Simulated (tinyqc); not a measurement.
# Ferroelectric switching by domains, Kolmogorov-Avrami-Ishibashi kinetics with Merz's law: what changes with what

A film poled to -Ps gets a pulse V of length t. Field E = V/d, characteristic time tau = t0 exp(Ea/E). The switched share is f = 1 - exp(-(t/tau)^m). P = Ps (2 f - 1).

Values chosen for this exercise: time prefactor t0 = 1.4 ns; activation field Ea = 6200 kV/cm; film thickness d = 10 nm; Avrami exponent m = 2; pulse voltage V = 1.3 V; pulse length tp = 200 ns.

Each table varies one quantity; the others keep the values above.

## Effect of the Avrami exponent

t10, t50 and t90 are the pulse lengths for f = 0.1, 0.5 and 0.9; f is taken at tp.

The same in every row: tau (ns) = 165.0.

Effect of the Avrami exponent:

| m | t10 (ns) | t50 (ns) | t90 (ns) | f at tp |
|---|---|---|---|---|
| 0.5 | 1.831 | 79.26 | 874.6 | 0.6675 |
| 1 | 17.38 | 114.3 | 379.8 | 0.7025 |
| 1.5 | 36.80 | 129.2 | 287.6 | 0.7368 |
| 2 | 53.54 | 137.3 | 250.3 | 0.7701 |
| 2.5 | 67.06 | 142.5 | 230.3 | 0.8018 |
| 3 | 77.91 | 146.0 | 217.8 | 0.8317 |
| 4 | 93.98 | 150.5 | 203.2 | 0.8848 |

What does the comparison show?

As m goes from 0.5 to 4, t50 rises from 79.3 to 151 ns and f at tp rises from 0.667 to 0.885; t90/t10 goes from 478 to 2.16.

## Effect of the pulse voltage

Same model as above.

Effect of the pulse voltage:

| V (V) | tau (ns) | t10 (ns) | t50 (ns) | t90 (ns) | f at tp |
|---|---|---|---|---|---|
| 0.65 | 19437 | 6309.1 | 16182 | 29494 | 1.0587e-4 |
| 0.78 | 3964.7 | 1286.9 | 3300.8 | 6016.2 | 0.0025415 |
| 0.94 | 1024.8 | 332.63 | 853.17 | 1555.0 | 0.037374 |
| 1.1 | 392.62 | 127.44 | 326.88 | 595.77 | 0.22856 |
| 1.4 | 117.34 | 38.087 | 97.689 | 178.05 | 0.94527 |
| 1.6 | 67.456 | 21.896 | 56.161 | 102.36 | 0.99985 |
| 1.9 | 36.585 | 11.875 | 30.459 | 55.515 | 1.0000 |
| 2.3 | 20.741 | 6.7325 | 17.268 | 31.473 | 1.0000 |

As V goes from 0.65 to 2.3 V, t50 falls from 16200 to 17.3 ns and f at tp rises from 1.06e-4 to 1.00; t90/t10 stays at 4.67, since only tau changes. At half the voltage of the last row tau would be 14.8 times longer.

## Effect of the film thickness

Same model as above.

Result of one run:

| d (nm) | tau (ns) | t10 (ns) | t50 (ns) | t90 (ns) | f at tp |
|---|---|---|---|---|---|
| 5 | 15.197 | 4.9328 | 12.652 | 23.060 | 1.0000 |

What becomes of these results when the film thickness d is changed from 5 to 13 nm, all else the same?

Result of the changed run:

| d (nm) | tau (ns) | t10 (ns) | t50 (ns) | t90 (ns) | f at tp |
|---|---|---|---|---|---|
| 13 | 689.85 | 223.92 | 574.34 | 1046.8 | 0.080617 |

The whole series:

| d (nm) | tau (ns) | t10 (ns) | t50 (ns) | t90 (ns) | f at tp |
|---|---|---|---|---|---|
| 5 | 15.197 | 4.9328 | 12.652 | 23.060 | 1.0000 |
| 6.3 | 28.250 | 9.1697 | 23.520 | 42.867 | 1.0000 |
| 7.9 | 60.592 | 19.668 | 50.446 | 91.944 | 0.99998 |
| 10 | 164.96 | 53.545 | 137.34 | 250.31 | 0.77006 |
| 13 | 689.85 | 223.92 | 574.34 | 1046.8 | 0.080617 |
| 16 | 2884.9 | 936.41 | 2401.8 | 4377.6 | 0.0047947 |
| 20 | 19437 | 6309.1 | 16182 | 29494 | 1.0587e-4 |

As d goes from 5 to 20 nm, t50 rises from 12.7 to 16200 ns and f at tp falls from 1.00 to 1.06e-4; t90/t10 stays at 4.67, since only tau changes.

tinyqc, about 0.01 s, one thread, Intel Xeon 2.30GHz (shared host): `OMP_NUM_THREADS=1 python tinyqc.py 2860139 2860140 out.jsonl`
